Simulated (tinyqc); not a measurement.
Cahn-Hilliard equation on a periodic one-dimensional grid: one step, computed by the program tinyqc. Command: `OMP_NUM_THREADS=1 python tinyqc.py 3021858 3021859 out.jsonl cahn walk`. One thread of a shared host (Intel(R) Xeon(R) Processor @ 2.30GHz), about 0.05 s of CPU time with the checks.

Free energy F = h sum_j [A (c_j^2 - 1)^2/4 + (kappa/2) ((c_(j+1) - c_j)/h)^2]; dc/dt = Lap(mu), mu = A (c^3 - c) - kappa Lap(c), Lap(y)_j = (y_(j+1) - 2 y_j + y_(j-1))/h^2, mobility 1; the grid has n = 12 points.

Problem. Linear stability. f'' = A (3 c0^2 - 1). Mode m has lambda_m = (4/h^2) sin^2(pi m/n) and the rate w_m = -lambda_m (f'' + kappa lambda_m). In the continuum the fastest wavelength is 2 pi sqrt(2 kappa/|f''|) with the rate f''^2/(4 kappa). Explicit steps near c = +-1, where f'' = 2A, are stable for dt < 2/(16 kappa/h^4 + 8 A/h^2).

Inputs (values chosen for the exercise, in reduced units):
```
quantity,value,unit
spacing h,1.4,-
well depth A,1.2,-
gradient coefficient kappa,1.6,-
mean composition c0,0.053,-
```

Give: f''; Modes of the grid; fastest wavelength; largest rate; explicit limit of dt.

Solution.

f'' = -1.190

Modes of the grid:
```
m,lambda_m,w_m
1,0.137,0.133
2,0.510,0.191
3,1.020,-0.452
4,1.531,-1.927
5,1.904,-3.535
6,2.041,-4.236
```

fastest wavelength = 10.30

largest rate = 0.2212

explicit limit of dt = 0.1730
